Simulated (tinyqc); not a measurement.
# Gap and screening length from two transmissions

Problem. At the source junction of a tunnel FET, T(w) = exp(-S), S = 2 pi lam sqrt(m/(C Eg)) [w + Eg/2 - sqrt(w (w + Eg))], C = hbar^2/(2 m0). Find Eg (between 0.1 and 3 eV) and lam.

Inputs (values chosen for the exercise):
- m = 0.041 m0 (band-edge mass of the two-band model)

Constants: q = 1.602176634e-19 C, hbar = 1.054571817e-34 J s, m0 = 9.1093837015e-31 kg, hbar^2/(2 m0) = 0.0380998212 eV nm^2. Results are converted to the units shown.

T(w) at w = 0.09 and 0.45 eV: 0.011192313  0.12831419

Answer. The ratio of the two exponents depends on Eg alone and falls steadily with it, which fixes Eg; either exponent then gives lam.

ratio of the two S = 2.188
Eg = 0.6590 eV
lam = 3.500 nm

Numbers from tinyqc (`OMP_NUM_THREADS=1 python tinyqc.py 2620108 2620109 out.jsonl`; about 0.01 s on one thread of a shared Intel Xeon 2.30GHz).
